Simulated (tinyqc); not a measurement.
The phase diagram: regular and subregular solution with a miscibility gap. Computed by tinyqc, a small Python program. Command: `OMP_NUM_THREADS=1 python tinyqc.py 3001301 3001302 out.jsonl regsol walk`. One thread of a shared host (Intel(R) Xeon(R) Processor @ 2.30GHz), about 0.02 s of CPU time with the checks.

Per mole of mixing sites: G(x) = x (1 - x) [L0 + L1 (1 - 2x)] + R T [x ln x + (1 - x) ln(1 - x)], x the fraction of B.

Inputs (values chosen for the exercise, for a model alloy): interaction L0 = 10.3 kJ/mol; size misfit eta = d ln a/dx = 0.008; asymmetry L1 = 0.56 kJ/mol.

Source of L0: given.

Constants: R = 8.314462618 J/(mol K).

Method:
- L0 and eta are given.
- The spinodal is G'' = 0, R T_s(x) = x (1 - x) [2 L0 + 6 L1 (1 - 2x)]; the critical point is its maximum.
- G' = L0 (1 - 2x) + L1 (1 - 6x + 6x^2) + R T ln[x/(1 - x)]; G'' = -2 L0 - 6 L1 (1 - 2x) + R T/[x (1 - x)].
- Common tangent: F1 = G'(x1) - G'(x2) = 0 and F2 = [G - x G'](x1) - [G - x G'](x2) = 0. Newton step: J = [[G''(x1), -G''(x2)], [-x1 G''(x1), x2 G''(x2)]], J dx = -F; a step that would leave 0 < x < 1 is halved until it stays inside. The start is x1 = s0, x2 = 1 - s0.
- For this table each start is x_s1/6 and 1 - (1 - x_s2)/6. The dilute estimate of x1 is exp(-(L0 + L1)/(R T)).

critical temperature T_c = 623.469 K

critical composition x_c = 0.460006

L0 = 10.3 kJ/mol

Binodal and spinodal:
```
T (K)  binodal x1  spinodal x_s1  spinodal x_s2  binodal x2  dilute estimate of x1
249     0.0055674       0.098582        0.86847     0.99024              0.0052706
312      0.017366        0.12896        0.82997     0.97237               0.015201
374      0.038714        0.16232        0.78871     0.94225               0.030428
436      0.072833        0.20052        0.74268     0.89669               0.049998
499       0.12600        0.24713        0.68821     0.82929               0.072981
561       0.20973        0.30783        0.61984     0.72913               0.097465
599       0.29741        0.36395        0.55905     0.63025                0.11298
```

The dilute estimate is 0.95 of x1 at the lowest T and 0.38 at the highest: it drops the pull of the other solutes and the impurity of the second phase. Near the top the binodal is 1.71 times as wide as the spinodal; the mean-field limit at T_c is sqrt(3) = 1.73. The gap is lopsided: at the lowest T, A dissolves 0.0056 of B and B dissolves 0.0098 of A.

Extremes, crossings and ranges named in words are read from the listed rows.
